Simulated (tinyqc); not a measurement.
Fully depleted semiconductor-on-insulator film with two gates, non-linear Poisson equation by Newton steps: charge against front-gate voltage.

One dimension across the film, front interface at x = 0, back interface at x = ts. psi is counted from the intrinsic level, n = ni exp(psi/Vt) (source grounded), holes neglected, acceptors ionised. Gates act through Cox = eps0 eox/tox and Cbox = 3.9 eps0/tb with potentials G1 = Vg - (phiM - chi - Vt ln(Nc/ni)) and G2 = Vb - (phiB - chi - Vt ln(Nc/ni)). Classical Boltzmann densities, no interface charge, no depletion in the back plane.

ni = sqrt(Nc Nv) exp(-Eg/(2 Vt)), Eg in volts. The Poisson equation eps0 eps_r d2psi/dx2 = q (n + Na), with -eps0 eps_r dpsi/dx = Cox (G1 - psi) at x = 0 and eps0 eps_r dpsi/dx = Cbox (G2 - psi) at x = ts, is solved on 300 equal intervals with half boxes at both ends; N_inv is the trapezoid sum of n. Swing = ln 10/(d ln N_inv/dVg); the last column is (dN_inv/dVb)/(dN_inv/dVg).

Parameters, values chosen for the exercise; band and dielectric values close to those of silicon:
- T = 300 K (temperature)
- Eg = 1.14 eV (band gap)
- eps_r = 11.7 (relative permittivity)
- Nc = 2.85e19 cm^-3 (conduction-band density of states at T)
- Nv = 2.7e19 cm^-3 (valence-band density of states at T)
- chi = 4.02 eV (electron affinity)
- eox = 3.9 (relative permittivity of the gate insulator (close to silicon dioxide))
- tox = 4.3 nm (insulator thickness)
- ts = 5.8 nm (film thickness)
- tb = 36 nm (buried-oxide thickness (eps_r 3.9))
- Na = 1e15 cm^-3 (acceptor density of the film)
- phiM = 4.15 eV (work function of the front gate)
- phiB = 4.52 eV (work function of the back plane)
- Vb = 0 V (back-gate voltage)

Constants: q = 1.602176634e-19 C, kB = 1.380649e-23 J/K, Vt = kB T/q, eps0 = 8.8541878128e-14 F/cm where lengths are in cm. Results are converted to the units shown.

Charge against front-gate voltage:
```
Vg (V),psi front (V),psi back (V),N_inv (cm^-2),centroid/ts,swing (mV/decade),q dN_inv/dVg over Cox,back/front leverage
-0.33,0.107,0.105,2.54e5,0.494,68.0,1.72e-6,0.142
-0.18,0.241,0.233,4.10e7,0.472,67.9,2.77e-4,0.141
-0.03,0.375,0.359,6.34e9,0.449,71.1,0.0410,0.139
0.12,0.473,0.445,2.16e11,0.410,176,0.562,0.136
0.27,0.515,0.470,7.42e11,0.356,433,0.788,0.131
0.42,0.539,0.479,1.37e12,0.311,728,0.862,0.128
0.57,0.556,0.484,2.03e12,0.276,1.04e3,0.898,0.126
0.72,0.569,0.487,2.71e12,0.248,1.36e3,0.920,0.124
0.87,0.580,0.489,3.41e12,0.226,1.68e3,0.934,0.123
```

N_inv passes 1e11 cm^-2 at Vg = 0.0720 V. The swing starts at 68.0 mV a decade, against (1 + k) Vt ln 10 = 66.3 for a front channel with k = Cs Cbox/(Cox (Cs + Cbox)) = 0.113, Cs = eps0 eps_r/ts; above threshold this column is no longer a subthreshold swing. The centroid falls from 0.494 to 0.226 of ts and the leverage of the back gate falls from 0.142 to 0.123. For Vg = 0.57, 0.72, 0.87 the density at an interface exceeds 0.3 Nc, where Boltzmann statistics fail. In every row the classical centroid lies within 3 nm of an interface, where confinement, left out, would push it away.

Range of the model: In so thin a film or at such density quantum confinement moves the charge away from the interfaces and raises the threshold.

tinyqc, about 0.5 s, one thread, Intel Xeon 2.30GHz (shared host): `OMP_NUM_THREADS=1 python tinyqc.py 2190129 2190130 out.jsonl`
